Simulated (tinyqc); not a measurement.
# Quarter-wave Bragg mirror and the threshold of a vertical cavity: effects of single changes

N pairs of lossless layers, each a quarter wave thick at lam, in the order nH, nL from the incident medium n0 to the exit medium ns; normal incidence, no dispersion. At wavelength lam + dw each layer has the phase d = (pi/2) lam/(lam + dw) and the matrix [[cos d, i sin d/n], [i n sin d, cos d]].

Inputs (values chosen for the exercise); indices close to those of titanium oxide and silicon dioxide:

| symbol | value | unit | meaning |
|---|---|---|---|
| lam | 633 | nm | design wavelength |
| nH | 2.294 |  | high index |
| nL | 1.471 |  | low index |
| N | 8 |  | number of pairs |
| n0 | 1 |  | index of the incident medium |
| ns | 1.5 |  | index of the exit medium |

Each table varies one quantity; the others keep the values above.

## Effect of the index contrast

At the design wavelength Y = ns (nH/nL)^(2 N), T0 = 4 n0 Y/(n0 + Y)^2; stop band, to first order in its width, (4 lam/pi) arcsin((nH - nL)/(nH + nL)); layer thicknesses lam/(4 n). N99 is the number of pairs, not rounded, for T0 = 1 %; Lp = lam/(4 (nH - nL)).

Effect of the index contrast:
```
nL     T0 (%)  stop band (nm)    N99  Lp (nm)
1.38  0.07841           202.6  5.491    173.1
1.52   0.3674           164.7  6.780    204.5
1.65    1.359           132.2  8.468    245.7
1.79    4.912           99.72  11.25    314.0
1.93    15.48           69.54  16.15    434.8
2.06    38.07           43.34  25.94    676.3
2.2     75.89           16.86  66.69     1684
```

Read the table: what changes, and by how much?

As nL nears nH = 2.294, the stop band falls from 203 to 16.9 nm, N99 rises from 5.49 to 66.7 and Lp rises from 173 to 1680 nm. The product of stop band and Lp changes only from 35100 to 28400 nm^2.

## Spectrum across the stop band

B = M11 + M12 ns, C = M21 + M22 ns; r = (n0 B - C)/(n0 B + C), T = 4 n0 ns/|n0 B + C|^2, R = |r|^2 = 1 - T. stop band, to first order in its width, (4 lam/pi) arcsin((nH - nL)/(nH + nL)).

Results:
```
dw (nm)         R    T (%)  |trace of the pair matrix|/2
-120      0.44009   55.991                       0.82932
-98      0.010120   98.988                       0.93122
-80       0.92420   7.5797                       0.99376
-53       0.99273  0.72745                        1.0574
-27       0.99715  0.28520                        1.0901
53        0.99495  0.50540                        1.0696
80        0.98536   1.4639                        1.0358
98        0.95975   4.0245                        1.0086
120       0.77640   22.360                       0.97147
```

Estimate the missing row, dw = 27 nm.

Computed row:
```
dw (nm)        R    T (%)  |trace of the pair matrix|/2
27       0.99727  0.27319                        1.0917
```

With this row back in the table: The stop band is about 178 nm wide to first order; 6 of the 10 rows lie inside it (last column above one), where the field decays from pair to pair. T is 0.285 and 0.273 % in the two rows nearest the centre, against 0.218 % at dw = 0, and 56.0 and 22.4 % in the outermost rows, where it oscillates with wavelength.

tinyqc, about 0.01 s, one thread, Intel Xeon 2.30GHz (shared host): `OMP_NUM_THREADS=1 python tinyqc.py 2650107 2650108 out.jsonl`
